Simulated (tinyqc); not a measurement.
Carrier statistics of a doped semiconductor with parabolic bands, step by step. Values are carried at full precision from step to step, so a last printed digit may differ when a step is redone from the rounded ones.

Constants: kB = 8.617333262e-05 eV/K; hbar^2/2m0 = 3.80998211 eV angstrom^2.

Inputs chosen for the exercise (near those of GaN; the results hold for these values, not for the real material):
- Eg0 = 3.517 eV (gap at 0 K)
- al = 0.000945 eV/K (Varshni alpha)
- be = 878 K (Varshni beta)
- T = 250 K
- ml = 0.204 m0 (longitudinal electron mass)
- mt = 0.204 m0 (transverse electron mass)
- Mv = 1 (equivalent valleys)
- mhh = 1.4 m0 (heavy-hole mass)
- mlh = 0.313 m0 (light-hole mass)
- ND = 3.2e+14 1/cm^3 (donors)
- NA = 1.3e+14 1/cm^3 (acceptors)
- ED = 0.0222 eV (donor level below Ec)
- EA = 0.175 eV (acceptor level above Ev)

## Gap and thermal energy

Eg(T) = Eg0 - al T^2/(T + be) (Varshni).

Eg = 3.46464 eV
kT = 0.021543 eV

The gap has shrunk by 52.4 meV from 0 K and is 160.8 kT wide.

## Effective densities of states

m_de = Mv^(2/3) (ml mt^2)^(1/3); m_dh = (mhh^(3/2) + mlh^(3/2))^(2/3); N = 2 (m kB T/(4 pi c))^(3/2) with c = hbar^2/2m0, in 1/angstrom^3; times 1e24 for 1/cm^3.

m_de = 0.2040 m0
m_dh = 1.4970 m0
Nc = 1.7589e+18 1/cm^3
Nv = 3.4965e+19 1/cm^3

The light holes supply 9.6 % of Nv, and Nc/Nv = 0.0503.

## Intrinsic density and level

With Boltzmann statistics ni = sqrt(Nc Nv) exp(-Eg/2kT) and Ei = Eg/2 + (kT/2) ln(Nv/Nc), counted from Ev.

ni = 9.38e-17 1/cm^3
Ei = 1.7645 eV

Ei lies 32.2 meV above midgap, towards the band with the smaller density of states.

## Neutrality by bisection

Energies are counted from Ev, so Ec = Eg. n = Nc F_1/2((EF - Eg)/kT), p = Nv F_1/2(-EF/kT), ND+ = ND/(1 + 2 exp((EF - Eg + ED)/kT)), NA- = NA/(1 + 4 exp((EA - EF)/kT)); neutrality asks p + ND+ = n + NA-. F_j(eta) = (1/Gamma(j + 1)) integral_0^infinity x^j dx/(1 + exp(x - eta)), which tends to exp(eta) for eta << 0.

Start from the bracket [-0.2 eV, Eg + 0.2 eV]; at the midpoint EF take the sign of p + ND+ - n - NA-; where it is positive EF must rise. Fourteen steps are shown.

Bisection (eV, 1/cm^3):
```
step       low     high       EF         n         p       ND+       NA-  sign
1     -0.20000  3.66464  1.73232  2.10e-17  4.18e-16  3.20e+14  1.30e+14     +
2      1.73232  3.66464  2.69848       631  1.40e-35  3.20e+14  1.30e+14     +
3      2.69848  3.66464  3.18156  3.46e+12  2.55e-45  3.20e+14  1.30e+14     +
4      3.18156  3.66464  3.42310  2.44e+17  3.44e-50  1.76e+14  1.30e+14     -
5      3.18156  3.42310  3.30233  9.40e+14  9.37e-48  3.19e+14  1.30e+14     -
6      3.18156  3.30233  3.24194  5.70e+13  1.54e-46  3.20e+14  1.30e+14     +
7      3.24194  3.30233  3.27214  2.31e+14  3.80e-47  3.20e+14  1.30e+14     -
8      3.24194  3.27214  3.25704  1.15e+14  7.67e-47  3.20e+14  1.30e+14     +
9      3.25704  3.27214  3.26459  1.63e+14  5.40e-47  3.20e+14  1.30e+14     +
10     3.26459  3.27214  3.26836  1.94e+14  4.53e-47  3.20e+14  1.30e+14     -
11     3.26459  3.26836  3.26648  1.78e+14  4.95e-47  3.20e+14  1.30e+14     +
12     3.26648  3.26836  3.26742  1.86e+14  4.74e-47  3.20e+14  1.30e+14     +
13     3.26742  3.26836  3.26789  1.90e+14  4.63e-47  3.20e+14  1.30e+14     -
14     3.26742  3.26789  3.26766  1.88e+14  4.68e-47  3.20e+14  1.30e+14     +
```

Each step halves the bracket, which is 0.472 meV wide at the last row.

## The neutral state

Solve the neutrality condition for EF to convergence.

EF = 3.2679 eV
n = 1.90e+14 1/cm^3
p = 4.64e-47 1/cm^3
ND+ = 3.20e+14 1/cm^3
NA- = 1.30e+14 1/cm^3

The material is n-type; 99.9 % of the donors are ionised. EF lies 9.13 kT inside the gap from the conduction edge, so Boltzmann statistics would serve; n p/(Nc Nv exp(-Eg/kT)) = 1.000.

## Checks

- F_1/2(1) by the trapezoid rule against adaptive quadrature: both 1.575641.
- Positive against negative charge at the solution (1/cm^3): both 3.19807e+14.

Computed by tinyqc, a small Python program: `OMP_NUM_THREADS=1 python tinyqc.py 1651953 1651954 out.jsonl` (the numbers bound the seed that draws the inputs); one thread of a shared host (Intel(R) Xeon(R) Processor @ 2.30GHz), about 0.01 s for the whole set of steps.
